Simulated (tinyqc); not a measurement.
# Worked calculation: space-charge-limited current with shallow traps

tinyqc, about 0.01 s, one thread, Intel Xeon 2.30GHz (shared host): `OMP_NUM_THREADS=1 python tinyqc.py 2370001 2370002 out.jsonl` Printed values are rounded.

One carrier type, drift only, an injecting contact at x = 0 (zero field) and thickness L. The share th = y/(1 + y), y = (Nc/Nt) exp(-Et/kB T), of the injected charge is free: J = q mu n F, eps0 eps_r dF/dx = q (n - n0)/th.

Inputs (values chosen for the exercise):

| symbol | value | unit | meaning |
|---|---|---|---|
| T | 300 | K | temperature |
| eps_r | 4.9 |  | relative permittivity |
| mu | 0.46 | cm^2/(V s) | mobility |
| L | 5300 | nm | thickness |
| Nc | 1e19 | cm^-3 | band density of states |
| Nt | 1.5e15 | cm^-3 | trap density |
| Et | 0.23 | eV | trap depth |
| n0 | 1.9e12 | cm^-3 | free carrier density in equilibrium |
| V | 7.1 | V | voltage |

Constants: q = 1.602176634e-19 C, kB = 1.380649e-23 J/K, Vt = kB T/q, eps0 = 8.8541878128e-14 F/cm where lengths are in cm. Results are converted to the units shown.

Range of the model: Diffusion and a field-dependent mobility are left out. With injecting contacts the diffusion current, about 4 pi^2 Vt th eps0 eps_r mu V/L^3, equals the Mott-Gurney current at V = 35 kB T/q (0.9 V at 300 K), so the drift-only result needs V well above that.

## Limits and characteristic voltages

Ohmic J = q n0 mu V/L; Mott-Gurney J = (9/8) th eps0 eps_r mu V^2/L^3; they cross at Vx = 8 q n0 L^2/(9 th eps0 eps_r); traps fill at V_TFL = q Nt L^2/(2 eps0 eps_r).

th = 0.477036
ohmic J = 0.00187588 A/cm^2
Mott-Gurney J = 0.0362656 A/cm^2
Vx = 0.367255 V
V_TFL = 77.7998 V

## The exact current

Exact: with u = n0/n(L), w = -u - ln(1 - u) and v = -u - u^2/2 - ln(1 - u), V = (q n0 L^2/(th eps0 eps_r)) v/w^2 and J = q^2 n0^2 mu L/(th eps0 eps_r w). v/w^2 falls steadily with u, so u follows by bisection.

v/w^2 = 17.1846
u = 0.0742010
w = 0.00289713
J = 0.0376788 A/cm^2
exit field over V/L = 1.49040

J is 1.2 % below the plain sum of the two limits; the exit field lies between the ohmic 1 and the Mott-Gurney 1.5.
